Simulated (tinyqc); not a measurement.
Inside a calculation. Model: X-ray photoelectron analysis of a thin oxide on a semiconductor: attenuation lengths, thickness, angle series and band offsets. Computed by tinyqc, a small Python program that keeps every step. Command: `OMP_NUM_THREADS=1 python tinyqc.py 3111395 3111396 out.jsonl xps walk`. One thread of a shared host (Intel(R) Xeon(R) Processor @ 2.30GHz), about 0.01 s of CPU time with the checks. Intermediate numbers are printed to about 6 digits and carried at full precision; extremes and crossings named in words are read from the listed rows.

The same element is seen in the oxide and in the substrate, at nearly the same kinetic energy; films are flat and uniform, and the work function is ignored.

Inputs (values chosen for the exercise, modelled on SiO2 on silicon):
```
quantity                                           value     unit
photon energy                                     1253.6       eV
binding energy of the core level                    99.4       eV
oxide density                                       2.16   g/cm^3
oxide formula mass                                 60.08    g/mol
valence electrons per oxide formula                   16        -
oxide gap                                           9.03       eV
substrate density                                   2.33   g/cm^3
substrate formula mass                             28.09    g/mol
valence electrons per substrate formula                4        -
substrate gap                                       1.12       eV
oxide thickness d                                    3.3       nm
emission angle from the normal                         0  degrees
attenuation length over inelastic mean free path    0.91        -
carbon overlayer                                    0.43       nm
counts in the two peaks together                   10000        -
valence band offset used to make the data           4.56       eV
core level less valence band top, substrate        98.99       eV
core level less valence band top, thick oxide      98.63       eV
field in the oxide                                  0.81    MV/cm
```

## Inelastic mean free paths

TPP-2M: lambda = E/(E_p^2 [b ln(c E) - C/E + D/E^2]) in angstrom, E_p = 28.8 sqrt(N_v rho/M), b = -0.10 + 0.944/sqrt(E_p^2 + E_g^2) + 0.069 rho^0.1, c = 0.191/sqrt(rho), U = N_v rho/M, C = 1.97 - 0.91 U, D = 53.4 - 20.8 U, with E = photon energy less binding energy in eV. Attenuation length L = factor x lambda.

kinetic energy E = 1154.2 eV

Terms:
```
layer      E_p (eV)          b         c  lambda (nm)
oxide       21.8431  0.0144627  0.129959      3.39545
substrate   16.5892  0.0318658  0.125128      2.67050
```

L in the oxide = 3.08986 nm

L in the substrate = 2.43016 nm

## Peak ratio

R_0 = (rho_o/M_o) L_o/((rho_s/M_s) L_s); peak ratio R = I_ox/I_sub = R_0 [exp(d/(L_o cos theta)) - 1]; hence d = L_o cos theta ln(1 + R/R_0). A carbon layer weakens both peaks alike, by exp(-d_C/(L_o cos theta)) if its L is taken equal to L_o. This R_0 leaves out intrinsic losses from the substrate peak, so calibrated values can be larger.

R_0 = 0.551091

d/(L_o cos theta) = 1.06801

ratio R = 1.05236

oxide share of the counts = 0.512755

attenuation by carbon = 0.870084

depth 3 L_o cos theta = 9.26957 nm

## Error budget of the thickness

With x = d/(L_o cos theta): d ln d/d ln R = (1 - exp(-x))/x = -d ln d/d ln R_0; counting error of R = 1/sqrt(N f (1 - f)), f the oxide share, which times the sensitivity gives that of d; an angle error adds tan(theta) d theta; d is proportional to L_o at fixed R_0. Assumed errors: 5 % in R_0, 1 degree, 5 % in L_o.

sensitivity to R = 0.614515

counting error of d = 1.22943 %

R_0 = 3.07257 %

angle = 0 %

L_o = 5 %

The attenuation length is the largest of these terms.

## Angle series: uniform film or islands?

Islands: half of the surface carries 2 d and half none, R = R_0 (1/2)(1 - t)/(1/2 + t/2) with t = exp(-2 d/(L_o cos theta)); the apparent thickness is read with the uniform formula.

Against the angle:
```
theta (degrees)  R, uniform  R, islands  apparent d, islands (nm)
0                    1.0524    0.434651                   1.79674
20                   1.1661    0.448175                   1.72794
35                   1.4787    0.475425                   1.57439
45                   1.9445    0.499845                   1.41041
55                   2.9961    0.525115                   1.18618
65                   6.3472    0.544101                   0.89682
75                  33.5941    0.550804                   0.55411
```

A uniform film gives d = 3.3 nm at every angle. The island film of the same volume reads 1.80 nm at normal emission and 0.554 nm at 75 degrees; its ratio cannot pass R_0, since the bare half always shows the substrate.

## Band offsets by core levels

Valence band offset = (E_core - E_v)(substrate) - (E_core - E_v)(oxide) + (core level separation at the interface, oxide less substrate). The separation is made here from the given offset; a uniform field F that raises the binding energy towards the surface shifts the oxide peak by e F <z>, <z> = d/(1 - exp(-x)) - d/x, x = d/(L_o cos theta), being the mean distance from the interface. Conduction band offset = oxide gap - substrate gap - valence band offset.

separation without field = 4.2 eV

<z> = 1.93827 nm

separation with field = 4.35700 eV

apparent valence band offset = 4.71700 eV

true conduction band offset = 3.35 eV

apparent conduction band offset = 3.19300 eV

The field biases both offsets by 0.16 eV, in opposite directions.

Checks made by the program: thickness recovered (relative difference below 1e-10).
